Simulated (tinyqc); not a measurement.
Tight binding, dimerised chain, step by step. One step of it, computed by the program tinyqc.

Task: Open chain of 5 cells. The same hoppings without the wrap-around bond.

H of the open chain (eV):
```
            1          2          3          4          5          6          7          8
1    0.980000  -2.320000   0.000000   0.000000   0.000000   0.000000   0.000000   0.000000
2   -2.320000  -0.980000  -0.620000   0.000000   0.000000   0.000000   0.000000   0.000000
3    0.000000  -0.620000   0.980000  -2.320000   0.000000   0.000000   0.000000   0.000000
4    0.000000   0.000000  -2.320000  -0.980000  -0.620000   0.000000   0.000000   0.000000
5    0.000000   0.000000   0.000000  -0.620000   0.980000  -2.320000   0.000000   0.000000
6    0.000000   0.000000   0.000000   0.000000  -2.320000  -0.980000  -0.620000   0.000000
7    0.000000   0.000000   0.000000   0.000000   0.000000  -0.620000   0.980000  -2.320000
8    0.000000   0.000000   0.000000   0.000000   0.000000   0.000000  -2.320000  -0.980000
9    0.000000   0.000000   0.000000   0.000000   0.000000   0.000000   0.000000  -0.620000
10   0.000000   0.000000   0.000000   0.000000   0.000000   0.000000   0.000000   0.000000

            9         10
1    0.000000   0.000000
2    0.000000   0.000000
3    0.000000   0.000000
4    0.000000   0.000000
5    0.000000   0.000000
6    0.000000   0.000000
7    0.000000   0.000000
8   -0.620000   0.000000
9    0.980000  -2.320000
10  -2.320000  -0.980000
```

Give: levels; weights of the highest filled level on the sites.

Result:

levels (eV): [-3.0317, -2.8424, -2.5692, -2.2767, -2.0487, 2.0487, 2.2767, 2.5692, 2.8424, 3.0317]

weights of the highest filled level on the sites: [0.0313, 0.0534, 0.0697, 0.1652, 0.0826, 0.2341, 0.0583, 0.1976, 0.0188, 0.0888]

The bulk gap runs from -1.9622 to 1.9622 eV; no level of this chain lies inside it.
